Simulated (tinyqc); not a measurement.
Smoothing against break-up: capillary instabilities by surface diffusion: grooving and agglomeration of films, edge retraction, wire break-up and smoothing of roughness. Computed by tinyqc, a small Python program. Command: `OMP_NUM_THREADS=1 python tinyqc.py 3002854 3002855 out.jsonl dewet walk`. One thread of a shared host (Intel(R) Xeon(R) Processor @ 2.30GHz), about 0.01 s of CPU time with the checks.

Isotropic surface energy; shapes change by surface diffusion alone.

Inputs (values chosen for the exercise, for a model film):
```
quantity,value,unit
surface energy gamma_s,2.89,J/m^2
grain-boundary energy gamma_b,1.1,J/m^2
atomic volume Omega,13.6,angstrom^3
surface sites nu,7.6,1/nm^2
prefactor D0,6.4e-06,m^2/s
activation energy Q,2.3,eV
temperature T,980,K
film thickness h,3.3,nm
grain radius R,62,nm
wire radius r,11,nm
initial ripple over radius,0.01,-
roughness wavelength lambda,21,nm
```

Grooves: at the surface only.

Constants: k_B = 8.617333262e-05 eV/K; k_B = 1.380649e-23 J/K.

Method:
- Groove angle beta: sin(beta) = gamma_b/(2 gamma). For circular grains of radius R with spherical caps the groove ends (measured from the mean surface) at the depth R g(beta), g = (2 - 3 cos beta + cos^3 beta)/(3 sin^3 beta). The film parts if R g(beta_s) > h.
- B = D_s nu gamma_s Omega^2/(k_B T), D_s = D0 exp(-Q/(k_B T)).
- A wire with r + A cos(k z) has dA/dt = (B/r^4) (kr)^2 [1 - (kr)^2] A: unstable for wavelengths above 2 pi r, fastest at kr = 1/sqrt 2 with the rate B/(4 r^4); break-up time about (4 r^4/B) ln(r/A0); each wavelength makes a sphere of radius (3 r^2 lambda_m/4)^(1/3).
- Roughness of wavelength lambda on a flat face decays as exp[-B (2 pi/lambda)^4 t]; the smoothing time is that for a factor e^3.

beta_s = 10.9710 degrees

Times (s); the last column is (h/(0.780 tan beta_s))^4/B:
```
T (K),B (nm^4/s),smoothing,wire break-up,groove to depth h
833,2.7472e-02,1.3627e+04,9.8172e+06,8.2583e+06
882,1.5386e-01,2.4330e+03,1.7528e+06,1.4745e+06
931,7.1673e-01,5.2230e+02,3.7629e+05,3.1653e+05
980,2.8550e+00,1.3112e+02,9.4464e+04,7.9463e+04
1029,9.9463e+00,3.7637e+01,2.7115e+04,2.2809e+04
1078,3.0867e+01,1.2128e+01,8.7374e+03,7.3499e+03
1176,2.2273e+02,1.6808e+00,1.2109e+03,1.0186e+03
```

What does the comparison show, and why?

All times share 1/B, so their ratios do not depend on T: break-up over smoothing is 720. An anneal can smooth this roughness well before the wire breaks. Smoothing is safe for lambda well below 2 pi r, above which a ripple along the wire grows instead. B spans 3.9 decades over these rows.
